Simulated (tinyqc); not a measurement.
Stark shift: graded (staircase) quantum well by finite differences.

Finite differences on points z_i at the centres of cells of width h: H_ii = (c/h^2)(1/m_(i-1/2) + 1/m_(i+1/2)) + V_i, H_(i,i+1) = -(c/h^2)/m_(i+1/2), where m_(i+1/2) is the mean of the masses at the two points (the end values are repeated outwards), psi = 0 on the points beyond both ends, c = hbar^2/2m0. The field adds e F (z - z0) with z0 the middle of the structure; 1 kV/cm = 1e-5 eV/angstrom.

Constants: hbar^2/2m0 = 3.80998211 eV angstrom^2.

Parameters, chosen for this exercise (out of a larger set: near those of an InGaAs well in InP; not measured data): layers = ((72, 0.252, 0.0764), (18, 0.112, 0.0567), (18, 0.028, 0.0448), (18, 0, 0.0409), (18, 0.028, 0.0448), (18, 0.112, 0.0567), (72, 0.252, 0.0764)) (each layer: thickness in angstrom, band edge in eV, mass in m0); hf = 1.125 angstrom (cell width of the fine grid); Fs = (0, 10, 20, 30, 40, 50, 60) kV/cm (fields).

Fine grid. Perturbation theory: dE1 = e F z_11 - beta (e F)^2 with beta = sum_j z_1j^2/(E_j - E_1) over the 13 next levels at zero field, z from z0.

Levels against field:
```
F (kV/cm)  E1 (eV)  E2 (eV)  dE1 (meV)  second order (meV)  <z - z0> (angstrom)  E2 - E1 (meV)
0           0.0782   0.2329       0.00                0.00                  0.0          154.7
10.0        0.0781   0.2328      -0.03               -0.03                 -0.7          154.6
20.0        0.0781   0.2323      -0.13               -0.13                 -1.3          154.2
30.0        0.0779   0.2314      -0.29               -0.29                 -2.0          153.5
40.0        0.0777   0.2302      -0.52               -0.52                 -2.6          152.6
50.0        0.0774   0.2287      -0.82               -0.82                 -3.3          151.3
60.0        0.0770   0.2267      -1.18               -1.18                 -4.0          149.7
```

z_11 = 0.00 angstrom
beta = 3265 angstrom^2/eV

At zero field the state is centred, so the shift starts as F^2; it turns linear only if the state is pulled to one side. At 60 kV/cm E1 has moved by -1.18 meV, where second order gives -1.18 meV; they differ by 0.4 % there. The electron moves by -4.0 angstrom, against the rise of the potential. From 20 kV/cm on E2 lies above the lowest point of the outer barrier, so it is a resonance or a state of the finite grid, held or pushed up by its ends. E2 - E1 shrinks with the field; the ends are 154.7 and 149.7 meV.

Computed by tinyqc, a small Python program: `OMP_NUM_THREADS=1 python tinyqc.py 1281139 1281140 out.jsonl` (the numbers bound the seed that draws the inputs); one thread of a shared host (Intel(R) Xeon(R) Processor @ 2.30GHz), about 0.02 s for the whole set of steps.
